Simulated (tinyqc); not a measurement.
# Fixed charge and work-function difference from two thicknesses

Problem. With a fixed charge q Nf at the interface, Vfb = phi_ms - q Nf tox/(eps0 eox). Find Nf and phi_ms.

Parameters, values chosen for the exercise: relative permittivity of the gate insulator (close to silicon dioxide) eox = 3.9.

Constants: q = 1.602176634e-19 C, eps0 = 8.8541878128e-14 F/cm where lengths are in cm. Results are converted to the units shown.

Vfb at tox = 26 and 100 nm (V): -0.33209537  -0.49346680

Answer. Vfb is a straight line in tox: the slope gives Nf and the intercept at zero thickness phi_ms.

Nf = 4.700e10 cm^-2
phi_ms = -0.2754 V

tinyqc, about 0.01 s, one thread, Intel Xeon 2.30GHz (shared host): `OMP_NUM_THREADS=1 python tinyqc.py 2060090 2060091 out.jsonl`
